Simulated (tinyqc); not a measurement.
Undoped gate-all-around wire MOSFET, analytic charge model: one step of the calculation.

An undoped round wire of radius R under an insulator shell and a surrounding gate; long channel, electrons only, n = ni exp((psi - V)/Vt) with V the quasi-Fermi potential (0 at the source, Vd at the drain), constant mobility, no quantisation. The radial Poisson equation gives n(r) = n(0)/(1 - (1 - b) r^2/R^2)^2 with b = Q0/(Q + Q0). Q is the electron charge per area of the wire surface.

Problem. Constants of the wire. ni = sqrt(Nc Nv) exp(-Eg/(2 Vt)), Eg in volts; Cox = eps0 eox/(R ln(1 + tox/R)); Q0 = 4 eps0 eps_r Vt/R; V0 = dphi + Vt ln[8 eps0 eps_r Vt/(q ni R^2)].

Parameters, values chosen for the exercise; material values those of a made-up semiconductor: temperature T = 293 K; band gap Eg = 0.583 eV; relative permittivity of the semiconductor eps_r = 17.2; conduction-band density of states at T Nc = 1.62e17 cm^-3; valence-band density of states at T Nv = 9.42e18 cm^-3; relative permittivity of the gate insulator eox = 7.33; insulator thickness tox = 1.4 nm; wire radius R = 10 nm; gate work function less that of the intrinsic body dphi = -0.13 V.

Constants: q = 1.602176634e-19 C, kB = 1.380649e-23 J/K, Vt = kB T/q, eps0 = 8.8541878128e-14 F/cm where lengths are in cm. Results are converted to the units shown.

Give: ni; Cox; Q0; V0.

Solution.

ni = 1.1962e13 cm^-3
Cox = 4.9532 uF/cm^2
Q0 = 153.81 nC/cm^2
V0 = 0.17263 V

tinyqc, about 0.02 s, one thread, Intel Xeon 2.30GHz (shared host): `OMP_NUM_THREADS=1 python tinyqc.py 2460038 2460039 out.jsonl`
